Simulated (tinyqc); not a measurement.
Composition and strain of an epitaxial Si(1-x)Ge(x) layer from Raman and X-ray peaks. Changing the Ge fraction x. Computed by tinyqc, a small Python program. Command: `OMP_NUM_THREADS=1 python tinyqc.py 3031440 3031441 out.jsonl epiraman sweep`. One thread of a shared host (Intel(R) Xeon(R) Processor @ 2.30GHz), about 0.01 s of CPU time with the checks.

A (001) layer, biaxially strained in the plane. The Raman peaks follow empirical lines omega = w0 + c1 x + c3 x^3 + b eps (c3 for Si-Ge alone), with eps the in-plane strain.

Inputs (values chosen for the exercise, modelled on silicon-germanium):
```
quantity                        value      unit
degree of relaxation R           0.88         -
lattice constant of Si          5.431  angstrom
lattice constant of Ge          5.658  angstrom
bowing B                        0.028  angstrom
2 C12/C11 of Si                 0.774         -
2 C12/C11 of Ge                  0.75         -
Si-Si: w0                       520.9      1/cm
Si-Si: c1                       -67.2      1/cm
Si-Si: strain coefficient b      -746      1/cm
Si-Ge: w0                         400      1/cm
Si-Ge: c1                        23.4      1/cm
Si-Ge: c3                       -31.7      1/cm
Si-Ge: strain coefficient b      -576      1/cm
Ge-Ge: w0                         280      1/cm
Ge-Ge: c1                        20.2      1/cm
Ge-Ge: strain coefficient b      -475      1/cm
X-ray wavelength             1.540598  angstrom
```

Substrate: silicon.

Method:
- Relaxed lattice constant a(x) = a_Si + (a_Ge - a_Si) x - B x (1 - x).
- In-plane constant a_par = a_sub + R (a(x) - a_sub); eps = a_par/a(x) - 1; eps_perp = -(2 C12/C11) eps with 2 C12/C11 linear in x; a_perp = a(x) (1 + eps_perp).
- Insert x and eps in the three lines; the strain part is b eps.
- Bragg angle theta = arcsin(2 lambda/a) for (004), for the substrate with a_sub and the layer with a_perp; separation in arc seconds.

One run for each value; columns: (1) Ge fraction x; (2) Si-Si peak (1/cm); (3) Si-Ge peak (1/cm); (4) Ge-Ge peak (1/cm); (5) in-plane strain eps (per mille); (6) separation, layer less substrate (arcsec):
```
(1)     (2)    (3)    (4)     (5)    (6)
0.08  515.8  402.1  281.8  -0.355   -458
0.18  509.4  404.5  284.0  -0.806  -1040
0.29  502.4  406.8  286.5  -1.313  -1691
0.40  495.4  408.4  288.9  -1.829  -2353
0.50  489.0  409.1  291.2  -2.308  -2963
0.60  482.7  408.8  293.4  -2.794  -3582
0.71  475.7  407.2  295.9  -3.338  -4271
0.82  468.7  404.0  298.4  -3.891  -4970
0.92  462.4  399.4  300.7  -4.401  -5612
```

Over the rows, Si-Si peak (1/cm) falls from 516 to 462 (exponent d ln y / d ln x -0.015 between the first rows and -0.12 between the last); Si-Ge peak (1/cm) goes from 402 through a maximum among these rows, 409 at 0.500, to 399; Ge-Ge peak (1/cm) rises from 282 to 301 (exponent d ln y / d ln x 0.0097 between the first rows and 0.066 between the last). Composition and strain both change with x. The Si-Si peak moves by -63.6 per cm per unit x on average, against c1 = -67.2 without strain: eps moves towards compression as x grows, which offsets part of the fall, in proportion to 1 - R.

Caution (rows 0.0800, 0.180, 0.820, 0.920): near either end one of the like-atom peaks is weak, since its intensity follows the number of such bonds.

Extremes, crossings and ranges named in words are read from the listed rows.
